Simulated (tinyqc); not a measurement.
## Bias-temperature instability, empirical power law with universal recovery: effect of the measurement delay

Threshold-voltage shift at the end of a stress: dV = A (V/V0)^g exp[-(Ea q/kB)(1/T - 1/T0)] (t/1 s)^n. After a delay tr the permanent share pp stays and the rest falls by r = 1/(1 + B (tr/t)^be). An empirical model: its parameters are fits, not properties.

At V0 and T0. The apparent n comes from the measured shifts at ts/100 and ts, and the projection extends that line from ts to ten years (3.15576e8 s).

Parameters, values chosen for the exercise: reference stress voltage V0 = 1.2 V; reference temperature T0 = 398 K; shift after 1 s at V0 and T0 A = 6 mV; time exponent n = 0.13; voltage exponent g = 5.9; apparent activation energy of the shift Ea = 0.18 eV; permanent share pp = 0.43; recovery scale B = 3; recovery dispersion be = 0.12; stress time ts = 100 s.

Constants: q = 1.602176634e-19 C, kB = 1.380649e-23 J/K. Results are converted to the units shown.

The same in every row: true shift (mV) = 76.390.

Effect of the measurement delay:
```
tr (s)  share left at ts  apparent n  projected shift (mV)
1e-6             0.85891     0.14743                85.160
1e-5             0.82759     0.14992                85.175
0.0001           0.79268     0.15211                84.299
0.001            0.75505     0.15376                82.303
0.01             0.71594     0.15466                79.106
0.1              0.67680     0.15471                74.832
1                0.63907     0.15389                69.796
10               0.60401     0.15231                64.424
```

The share left falls from 0.859 to 0.604 and the apparent n goes from 0.147 through a maximum of 0.155 (at tr = 0.1 s among the rows listed) to 0.152. The projection is 11 % above the true ten-year shift in the first row and 16 % below it in the last: a lower start and a steeper slope work against each other.

tinyqc, about 0.01 s, one thread, Intel Xeon 2.30GHz (shared host): `OMP_NUM_THREADS=1 python tinyqc.py 2070092 2070093 out.jsonl`
